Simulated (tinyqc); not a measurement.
# Changing the metal thickness h

Model: growth of a silicide layer between metal and silicon: linear-parabolic kinetics, ramp anneals and Kissinger analysis. Computed by tinyqc, a small Python program. Command: `OMP_NUM_THREADS=1 python tinyqc.py 3003265 3003266 out.jsonl silicide sweep`. One thread of a shared host (Intel(R) Xeon(R) Processor @ 2.30GHz), about 0.08 s of CPU time with the checks.

One compound layer of thickness x grows by diffusion through itself and reaction at an interface, dx/dt = 1/(2x/K + 1/v), until the metal is used up at x = a h.

Inputs (values chosen for the exercise, modelled on Ni2Si): silicide formed per metal thickness a = 1.47; silicon consumed per metal thickness b = 0.91; prefactor of the parabolic constant K = 4.5e+14 nm^2/s; activation energy E of K = 1.45 eV; prefactor of the interface velocity v = 1.4e+14 nm/s; activation energy E_v = 1.59 eV; temperature T = 310 C; time t = 15 s; ramp rate beta = 0.5 C/s; silicide resistivity = 23 micro-ohm cm; junction depth x_j = 27 nm.

Constants: k_B = 8.617333262e-05 eV/K.

Method:
- The silicide ends at the thickness a h.
- Silicon consumed b h, sheet resistance rho/(final thickness) with 1 micro-ohm cm/nm = 10 ohm; margin to the junction x_j - b h.
- K = K0 exp(-E/(k_B T)), v = v0 exp(-E_v/(k_B T)).
- Temperatures in kelvin are T(C) + 273.15.
- x^2/K + x/v = t, so x = (K/(2v)) [sqrt(1 + 4 v^2 t/K) - 1], capped at a h; completion time t_c = (a h)^2/K + a h/v, a h being the final thickness; crossover thickness K/v.
- Ramp from x = 0 at 100 C at the rate beta: dx/dT = (1/beta)/(2x/K + 1/v), integrated adaptively (tolerance 1e-9) until x = a h at T_f.

One run for each value; columns: (1) metal thickness h (nm); (2) completion time (s); (3) completion temperature T_f (C); (4) sheet resistance (ohm/square); (5) silicon consumed (nm):
```
(1)           (2)     (3)     (4)      (5)
1.0    5.9509e-01  246.72  156.46    0.910
1.9    1.1586e+00  256.05   82.35    1.729
3.8    2.4350e+00  266.81   41.17    3.458
7.3    5.0949e+00  277.92   21.43    6.643
14.0   1.1302e+01  290.49   11.18   12.740
27.0   2.7526e+01  305.44    5.79   24.570
100.0  2.2111e+02  345.26    1.56   91.000
200.0  7.6869e+02  372.58    0.78  182.000
```

Give the missing row, metal thickness h (nm) = 53.0.

Computed row; columns: (1) metal thickness h (nm); (2) completion time (s); (3) completion temperature T_f (C); (4) sheet resistance (ohm/square); (5) silicon consumed (nm):
```
(1)          (2)     (3)   (4)     (5)
53.0  7.6527e+01  324.09  2.95  48.230
```

Interpolating between the two neighbouring rows (the first column on a logarithmic scale, the others too where they are positive) misses most in completion time (s), by 5.2 %. Over the rows, completion time (s) rises from 0.595 to 769 (exponent d ln y / d ln x 1.0 between the first rows and 1.8 between the last); completion temperature T_f (C) rises from 247 to 373; sheet resistance (ohm/square) falls from 156 to 0.782 (exponent d ln y / d ln x about -1.00 throughout). At the low end the exponent of completion time is 1.04, close to 1: interface control. The exponent of sheet resistance stays at -1: R_s = rho/(a h). A thicker film lowers R_s but eats further into the junction.

Caution (rows 1.00, 1.90, 3.80, 7.30): so thin a film has a resistivity above the bulk value and tends to agglomerate.
